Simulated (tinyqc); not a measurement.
Shape against the ratio gamma(100)/gamma(111): equilibrium crystal shape, supported particles, Gibbs-Thomson effect and coarsening. Computed by tinyqc, a small Python program. Command: `OMP_NUM_THREADS=1 python tinyqc.py 3029798 3029799 out.jsonl wulff walk`. One thread of a shared host (Intel(R) Xeon(R) Processor @ 2.30GHz), about 0.06 s of CPU time with the checks.

A cubic crystal bounded by {100}, {110} and {111} facets only.

Inputs (values chosen for the exercise, modelled on silicon): atomic volume Omega = 20.02 angstrom^3.

Surface energies: given.

surface energies gamma(100), gamma(110), gamma(111) (J/m^2): 1.38  1.46  1.25

Method:
- The energies and Omega are given.
- Wulff construction: the facet planes lie at distances lambda gamma from the centre, and the shape is the region inside all of them; V = (1/3) sum of area x distance. gamma_mean = sum A gamma / sum A; shape factor eta = A/V^(2/3) (4.836 for a sphere).
- gamma(110)/gamma(111) is held at the value of this crystal.

gamma (J/m^2): (100) 1.38, (110) 1.46, (111) 1.25

Area fractions:

| gamma(100)/gamma(111) | {100} | {110} | {111} | eta |
|---|---|---|---|---|
| 0.550 | 1.0000 | 0.00000 | 0.00000 | 6.0000 |
| 0.662 | 0.9562 | 0.00000 | 0.04384 | 5.8502 |
| 0.795 | 0.7729 | 0.00000 | 0.22710 | 5.4879 |
| 0.938 | 0.4912 | 0.04047 | 0.46829 | 5.2226 |
| 1.100 | 0.2742 | 0.08825 | 0.63754 | 5.1947 |
| 1.240 | 0.1517 | 0.12442 | 0.72385 | 5.2651 |
| 1.440 | 0.0451 | 0.17367 | 0.78122 | 5.4009 |
| 1.750 | 0.0000 | 0.21741 | 0.78259 | 5.4840 |

What follows from these numbers?

{100} holds 100 % of the area in the first row and 0 % in the last; without {110} the limits are a cube below 1/sqrt(3) = 0.577 and an octahedron above sqrt(3) = 1.732. The roundest shape among these rows (eta = 5.195) is at the ratio 1.1; {110} shows in 5 rows.
